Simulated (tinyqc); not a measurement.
Fully depleted semiconductor-on-insulator film with two gates, non-linear Poisson equation by Newton steps: threshold and coupling against the acceptor density of the film.

One dimension across the film, front interface at x = 0, back interface at x = ts. psi is counted from the intrinsic level, n = ni exp(psi/Vt) (source grounded), holes neglected, acceptors ionised. Gates act through Cox = eps0 eox/tox and Cbox = 3.9 eps0/tb with potentials G1 = Vg - (phiM - chi - Vt ln(Nc/ni)) and G2 = Vb - (phiB - chi - Vt ln(Nc/ni)). Classical Boltzmann densities, no interface charge, no depletion in the back plane.

ni = sqrt(Nc Nv) exp(-Eg/(2 Vt)), Eg in volts. The Poisson equation eps0 eps_r d2psi/dx2 = q (n + Na), with -eps0 eps_r dpsi/dx = Cox (G1 - psi) at x = 0 and eps0 eps_r dpsi/dx = Cbox (G2 - psi) at x = ts, is solved on 300 equal intervals with half boxes at both ends; N_inv is the trapezoid sum of n. VT is the Vg for N_inv = 1e11 cm^-2; -dVT/dVb from the linearised equation. Limits with Cs = eps0 eps_r/ts: front channel Cs Cbox/(Cox (Cs + Cbox)), back channel Cbox (Cox + Cs)/(Cox Cs). Swing at N_inv = 1e8 cm^-2.

Parameters, values chosen for the exercise; band and dielectric values close to those of germanium:
- T = 300 K (temperature)
- Eg = 0.651 eV (band gap)
- eps_r = 16 (relative permittivity)
- Nc = 1.05e19 cm^-3 (conduction-band density of states at T)
- Nv = 6.08e18 cm^-3 (valence-band density of states at T)
- chi = 4.06 eV (electron affinity)
- eox = 3.9 (relative permittivity of the gate insulator (close to silicon dioxide))
- tox = 2.4 nm (insulator thickness)
- ts = 17 nm (film thickness)
- tb = 37 nm (buried-oxide thickness (eps_r 3.9))
- phiM = 4.33 eV (work function of the front gate)
- phiB = 4.66 eV (work function of the back plane)
- Vb = 0.9 V (back-gate voltage)

Constants: q = 1.602176634e-19 C, kB = 1.380649e-23 J/K, Vt = kB T/q, eps0 = 8.8541878128e-14 F/cm where lengths are in cm. Results are converted to the units shown.

The same in every row: front-channel limit = 0.0583; back-channel limit = 0.177.

Result of one run:
```
VT (V),centroid/ts at VT,-dVT/dVb,swing (mV/decade)
0.126,0.576,0.120,67.6
```

Which acceptor density of the film Na gave this result: 9e15, 8e16, 2e17 or 7e17 cm^-3?

Na = 8e16 cm^-3.

The whole series:
```
Na (cm^-3),VT (V),centroid/ts at VT,-dVT/dVb,swing (mV/decade)
1e15,0.102,0.610,0.125,67.8
3e15,0.103,0.609,0.124,67.8
9e15,0.105,0.607,0.124,67.7
3e16,0.111,0.598,0.123,67.7
8e16,0.126,0.576,0.120,67.6
2e17,0.162,0.517,0.113,67.2
7e17,0.293,0.253,0.0849,65.2
2e18,0.565,0.0501,0.0637,63.4
```

As Na goes from 1e15 to 2e18, VT rises from 0.102 to 0.565 V, the centroid falls from 0.610 to 0.0501 of ts and -dVT/dVb falls from 0.125 to 0.0637. The coupling covers 55.8 % of the way from the front-channel to the back-channel limit in the first row and 4.50 % in the last.

Program tinyqc, `OMP_NUM_THREADS=1 python tinyqc.py 2190031 2190032 out.jsonl`; Intel Xeon 2.30GHz, shared host, one thread, about 0.3 s.
